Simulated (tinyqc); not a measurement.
Charge neutrality of a doped semiconductor with incomplete ionisation: one step, computed by the program tinyqc. Command: `OMP_NUM_THREADS=1 python tinyqc.py 3030177 3030178 out.jsonl dopant walk`. One thread of a shared host (Intel(R) Xeon(R) Processor @ 2.30GHz), about 0.07 s of CPU time with the checks.

Energies are counted from the top of the valence band; E_D is measured down from the conduction band and E_A up from the valence band.

Problem. Densities at the solution. n = N_c F_1/2((E_F - E_g)/k_B T), p = N_v F_1/2(-E_F/k_B T). F_1/2(eta) = (2/sqrt(pi)) int_0^infinity sqrt(x)/(1 + exp(x - eta)) dx, by the trapezoid rule in t = sqrt(x) with step 0.02 up to t = 12 (for eta < -12 by exp(eta) - exp(2 eta)/2^(3/2)). N_D+ = N_D/(1 + g_D exp((E_F - E_g + E_D)/k_B T)). N_A- = N_A/(1 + g_A exp((E_A - E_F)/k_B T)).

Inputs (values chosen for the exercise, for a model semiconductor):

| quantity | value | unit |
|---|---|---|
| donor density N_D | 5.7e+18 | cm^-3 |
| acceptor density N_A | 2.7e+18 | cm^-3 |
| donor depth E_D | 0.0597 | eV |
| acceptor depth E_A | 0.16 | eV |
| donor degeneracy g_D | 2 | - |
| acceptor degeneracy g_A | 2 | - |
| static dielectric constant eps_s | 8.69 | - |
| temperature T | 350 | K |

Doping: n-type, compensated. Statistics of the bands: Fermi-Dirac.

Fermi level E_F (last iterate) = 3.795701 eV

gap E_g = 3.879766 eV

N_c = 5.196059e+18 cm^-3

N_v = 1.600121e+19 cm^-3

k_B T = 0.03016067 eV

Give: majority density n; minority density p; ionised share of the donors; distance of E_F from the majority band edge.

Solution.

majority density n = 3.133e+17 cm^-3

minority density p = 3.536e-36 cm^-3

ionised share of the donors = 0.5286

distance of E_F from the majority band edge = 0.08407 eV

Caution: N^(1/3) a is above 0.2 for the radius a = e^2/(8 pi eps_0 eps_s E) of the dopant: near the Mott value, 0.26, the level broadens, and above it the level has merged with the band and all dopants are ionised, so such results of a fixed depth are only formal.
